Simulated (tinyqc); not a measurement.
# Layer from its matrix

Inverse problem. For (psi, psi'/m) a flat barrier below its edge has M = [[cosh Kd, (m/K) sinh Kd], [(K/m) sinh Kd, cosh Kd]], K = sqrt(m (U - E)/C), C = hbar^2/(2 m0). Its width is d = 1.9 nm. Find K, m and U.

Parameters, values chosen for the exercise:

| symbol | value | unit | meaning |
|---|---|---|---|
| E | 0.025 | eV | electron energy |

Constants: q = 1.602176634e-19 C, hbar = 1.054571817e-34 J s, m0 = 9.1093837015e-31 kg, hbar^2/(2 m0) = 0.0380998212 eV nm^2. Results are converted to the units shown.

M of the layer (M12 in nm, M21 in 1/nm):
```
           1           2
1  1.9581702  0.20294674
2  13.966377   1.9581702
```

Solution. K = arcosh(M11)/d, m/K = sqrt(M12/M21), and U = E + C K^2/m.

K = 0.680 1/nm
m = 0.0820 m0
U = 0.240 eV

tinyqc, about 0.01 s, one thread, Intel Xeon 2.30GHz (shared host): `OMP_NUM_THREADS=1 python tinyqc.py 2560006 2560007 out.jsonl`
